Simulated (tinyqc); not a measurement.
Dielectric constant under pressure: Penn model of the dielectric constant and Phillips ionicity.

n = 32/a^3; Ep^2 = 8 pi c e2 n with c = hbar^2/2m0, e2 = e^2/(4 pi eps0); EF = c (3 pi^2 n)^(2/3); eps = 1 + (Ep/Eg)^2 S with S = 1 - Eg/(4 EF) + (Eg/(4 EF))^2/3, Eg the Penn gap. Core d shells are left out.

Phillips: bond length d = sqrt(3) a/4; homopolar gap Eh = 39.74 d^(-2.48) eV (d in angstrom); Eg^2 = Eh^2 + C^2; ionicity fi = C^2/Eg^2.

Constants: hbar^2/2m0 = 3.80998211 eV angstrom^2; e^2/(4 pi eps0) = 14.39964547 eV angstrom.

Inputs chosen for the exercise (out of a larger set: near those of InP; not measured data): a = 5.857 angstrom (cubic lattice constant, 32 valence electrons a cell); C0 = 3.37 eV (ionic gap, held fixed).

The lattice constant is scaled by the factor listed; C = C0.

Results:
```
factor  Eh (eV)  Eg (eV)  Ep (eV)    eps     fi
0.94      4.608    5.709   16.260  8.195  0.348
0.96      4.374    5.521   15.755  8.214  0.373
0.98      4.156    5.350   15.275  8.213  0.397
0.99      4.052    5.270   15.044  8.205  0.409
1.00      3.952    5.194   14.819  8.193  0.421
1.01      3.856    5.121   14.599  8.177  0.433
1.02      3.763    5.052   14.385  8.156  0.445
1.04      3.586    4.921   13.972  8.102  0.469
```

d ln eps/d ln a = -0.17 around factor 1: eps rises under compression. Ep^2 goes as a^-3 and Eh^2 as a^-4.96; with C fixed Eg^2 goes as a^-2.87 at fi = 0.421, and leaving S aside the two powers balance at fi = 0.395. The slope is a difference of two powers and the model omits d shells and any change of C, so it is no prediction for a real crystal; eps from C0 (row 1.00) need not match a measured ei.

Program tinyqc; command `OMP_NUM_THREADS=1 python tinyqc.py 1652582 1652583 out.jsonl`; about 0.01 s on one thread of a shared Intel(R) Xeon(R) Processor @ 2.30GHz.
